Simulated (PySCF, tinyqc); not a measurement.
Worked calculation: CID on RHF in the sto-3g basis, for H4, spin multiplicity 1. The lowest restricted solution is unstable here: a spin-polarised one lies 0.0034 hartree lower (PySCF). One step of it, computed by the program tinyqc.

Task: Iteration 8 (converged): orbitals. Diagonalise F' = X^T F X, C = X C', fill 2 alpha and 2 beta electrons from the bottom; D = 2 C_occ C_occ^T. Each column has its largest component positive (the first on a tie).

converged F (hartree), lower triangle:
```
           1H 1s      2H 1s      3H 1s      4H 1s
1H 1s  -0.192457
2H 1s  -0.402346  -0.202741
3H 1s  -0.028832  -0.112414  -0.202741
4H 1s   0.005682  -0.028832  -0.402346  -0.192457
```

X:
```
               1          2          3         4
1H 1s  -0.607157   0.666985   0.478992  0.370934
2H 1s   0.741101  -0.555186   0.392421  0.445629
3H 1s  -0.741101  -0.555186  -0.392421  0.445629
4H 1s   0.607157   0.666985  -0.478992  0.370934
```

Give: F' = X^T F X; orbital energies; coefficients C; D after iteration 8.

Result:

F' = X^T F X (hartree), lower triangle:
```
         1        2        3        4
1   0.4270
2   0.0000   0.2782
3  -0.0245   0.0000  -0.3996
4   0.0000  -0.0152   0.0000  -0.4617
```

orbital energies (hartree): MO1 -0.4620, MO2 -0.4003, MO3 0.2785, MO4 0.4277

coefficients C:
```
          MO1      MO2      MO3      MO4
1H 1s  0.3846   0.4608   0.6592  -0.6211
2H 1s  0.4341   0.4142  -0.5642   0.7292
3H 1s  0.4341  -0.4142  -0.5642  -0.7292
4H 1s  0.3846  -0.4608   0.6592   0.6211
```

D after iteration 8, lower triangle:
```
         1H 1s    2H 1s   3H 1s   4H 1s
1H 1s   0.7205
2H 1s   0.7156   0.7200
3H 1s  -0.0478   0.0339  0.7200
4H 1s  -0.1290  -0.0478  0.7156  0.7205
```
